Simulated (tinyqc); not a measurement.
Recursion (Haydock) method for the local density of states: bulk site of a cubic lattice: sweeps and comparisons. A value that a table varies takes the place of the one given here.

One orbital a site at energy 0, hopping -t to the 6 nearest neighbours of a cubic lattice; the start u0 is a site in the bulk, with energy V. Recursion: a_n = <u_n|H|u_n>, b_(n+1) u_(n+1) = (H - a_n) u_n - b_n u_(n-1), b > 0. G(z) = 1/(z - a0 - b1^2/(z - a1 - b2^2/(...))), z = E + i eta. After n levels the tail is b_n^2 T with the square-root terminator T = (z - sqrt(z - 2b) sqrt(z + 2b))/(2 b^2), b = 3t so that the band edges lie at -/+ 6t.

Reference: the closed form for a chain (bulk 1/sqrt(z^2 - 4t^2), end site (z - sqrt(z^2 - 4t^2))/(2t^2)), averaged over 400 points (j + 1/2) pi/400 in each remaining direction with z shifted by 2t cos k, then G/(1 - V G).

Parameters, chosen for this exercise:
```
symbol  value  unit  meaning
t       0.73   eV    hopping
V       0      eV    shift of the starting site
eta     0.036  eV    broadening
n       6            levels kept
E       3.12   eV    energy
```

## How many levels, and whether to terminate

Energies as fractions of the half width 6t.

Density (1/eV):
```
fraction  E (eV)  2 levels  4 levels  7 levels  7, no terminator  reference
-1.10     -4.818    0.0011    0.0011    0.0011            0.0011     0.0011
-0.90     -3.942    0.0282    0.0306    0.0292            0.0368     0.0294
-0.60     -2.628    0.0839    0.0773    0.0776            0.0107     0.0789
-0.35     -1.533    0.1481    0.1618    0.1628            1.7522     0.1653
-0.15     -0.657    0.1990    0.1966    0.1983            0.0129     0.1937
0.00       0.000    0.2145    0.1955    0.1890            2.7907     0.1935
0.15       0.657    0.1990    0.1966    0.1983            0.0129     0.1937
0.35       1.533    0.1481    0.1618    0.1628            1.7522     0.1653
0.60       2.628    0.0839    0.0773    0.0776            0.0107     0.0789
0.90       3.942    0.0282    0.0306    0.0292            0.0368     0.0294
1.10       4.818    0.0011    0.0011    0.0011            0.0011     0.0011
```

How do the results move?

Largest errors against the reference: 0.0210 (2 levels), 0.0035 (4), 0.0046 (7) and 2.597 without terminator, which leaves seven broadened spikes in place of a band. With seven levels the error is largest at E = -0.66 and 0.66 eV. The error does not fall at every step in the number of levels.

## What each setting does

G at z = E + i eta with n levels and terminator. Each row changes one parameter from the base and keeps the others.

Results:
```
case            Re G (1/eV)  density (1/eV)
base                 0.3733          0.0592
t = 0.803 eV         0.3471          0.0631
V = 0.5 eV           0.4273          0.0883
n = 7                0.3732          0.0596
E = 3.27 eV          0.3700          0.0538
eta = 0.072 eV       0.3693          0.0594
```

What does this show?

The largest shifts from the base row, up to three for each result and ties (the steps differ in size, so this ranks the rows, not the parameters). Re G (1/eV): V +0.0540, t -0.0262, eta -0.0040. density (1/eV): V +0.0291, E -0.0053, t +0.0039.

Program tinyqc; command `OMP_NUM_THREADS=1 python tinyqc.py 1452284 1452285 out.jsonl`; about 0.1 s on one thread of a shared Intel(R) Xeon(R) Processor @ 2.30GHz.
